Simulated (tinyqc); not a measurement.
# Metal gate on a two-layer dielectric stack with fixed charge and a dipole: effects of single changes

Gate, layer 2, layer 1, p-type semiconductor; x runs from the gate inwards. Charges are counted in units of +q. psi is the band bending at the surface, positive towards inversion. Classical charge, Boltzmann statistics, no interface traps.

Values chosen for this exercise; band and dielectric values close to those of silicon, layer 1 close to aluminium oxide, layer 2 close to zirconium oxide:
```
symbol,value,unit,meaning
T,300,K,temperature
Eg,1.14,eV,band gap
eps_r,11.7,,relative permittivity
Nc,2.75e19,cm^-3,conduction-band density of states at T
Nv,2.67e19,cm^-3,valence-band density of states at T
chi,4.12,eV,electron affinity
Na,1e17,cm^-3,acceptor density
pM,4.14,eV,work function of the gate metal
t1,0.5,nm,"thickness of layer 1, next to the semiconductor"
e1,9.24,,relative permittivity of layer 1
t2,1.7,nm,"thickness of layer 2, next to the gate"
e2,24.5,,relative permittivity of layer 2
Q1,3.9e11,cm^-2,fixed charge at the semiconductor interface
Q2,1.4e12,cm^-2,fixed charge between the layers
r1,0,cm^-3,uniform charge density in layer 1
r2,0,cm^-3,uniform charge density in layer 2
Vd,0.32,V,flat-band shift by a dipole layer between the layers
```

Constants: q = 1.602176634e-19 C, kB = 1.380649e-23 J/K, Vt = kB T/q, eps0 = 8.8541878128e-14 F/cm where lengths are in cm. Results are converted to the units shown.

Each table varies one quantity; the others keep the values above.

## Flat band against the thickness t2

EOT = 3.9 (t1/e1 + t2/e2), Cox = eps0/(t1/e1 + t2/e2); phi_ms = pM - (chi + Eg - Vt ln(Nv/Na)). Vfb = phi_ms + Vd - (q/eps0) [Q1 (t1/e1 + t2/e2) + Q2 t2/e2 + r1 (t1^2/(2 e1) + t1 t2/e2) + r2 t2^2/(2 e2)]: each charge counts with its electrical distance from the gate. ni = sqrt(Nc Nv) exp(-Eg/(2 Vt)), Eg in volts, pB = Vt ln(Na/ni), Vth = Vfb + 2 pB + sqrt(4 q eps0 eps_r Na pB)/Cox.

Flat band against the thickness t2:

| t2 (nm) | EOT (nm) | Vfb (V) | Vth (V) |
|---|---|---|---|
| 1 | 0.3702 | -0.6726 | 0.1958 |
| 2.3 | 0.5772 | -0.6898 | 0.1887 |
| 3.6 | 0.7841 | -0.7070 | 0.1815 |
| 4.9 | 0.9910 | -0.7242 | 0.1744 |
| 6.1 | 1.182 | -0.7400 | 0.1678 |
| 7.4 | 1.389 | -0.7572 | 0.1607 |
| 8.7 | 1.596 | -0.7744 | 0.1536 |
| 10 | 1.803 | -0.7916 | 0.1465 |

Vfb falls from -0.673 to -0.792 V and Vth falls from 0.196 to 0.146 V. The slope dVfb/dEOT is -83.1 mV/nm between the first two rows and -83.1 between the last two: a straight line, set by the charge below the growing layer, which reads as 1.79e12 cm^-2. A line through the end rows meets EOT = 0 at -0.642 V, against phi_ms + Vd = -0.656 V; an effective work function read from it is off by 334 mV from pM.

## Flat band against the thickness t1

Same model as above.

Flat band against the thickness t1:

| t1 (nm) | EOT (nm) | Vfb (V) | Vth (V) |
|---|---|---|---|
| 0.5 | 0.48165 | -0.68185 | 0.19194 |
| 0.9 | 0.65048 | -0.68491 | 0.19710 |
| 1.2 | 0.77711 | -0.68720 | 0.20097 |
| 1.6 | 0.94594 | -0.69025 | 0.20612 |
| 1.9 | 1.0726 | -0.69254 | 0.20999 |
| 2.3 | 1.2414 | -0.69560 | 0.21515 |
| 2.6 | 1.3680 | -0.69789 | 0.21902 |
| 3 | 1.5368 | -0.70095 | 0.22418 |

Read the table: what changes, and by how much?

Vfb falls from -0.682 to -0.701 V and Vth rises from 0.192 to 0.224 V. The slope dVfb/dEOT is -18.1 mV/nm between the first two rows and -18.1 between the last two: a straight line, set by the charge below the growing layer, which reads as 3.90e11 cm^-2. A line through the end rows meets EOT = 0 at -0.673 V, against phi_ms + Vd = -0.656 V; an effective work function read from it is off by 302 mV from pM.

tinyqc, about 0.01 s, one thread, Intel Xeon 2.30GHz (shared host): `OMP_NUM_THREADS=1 python tinyqc.py 2010096 2010097 out.jsonl`
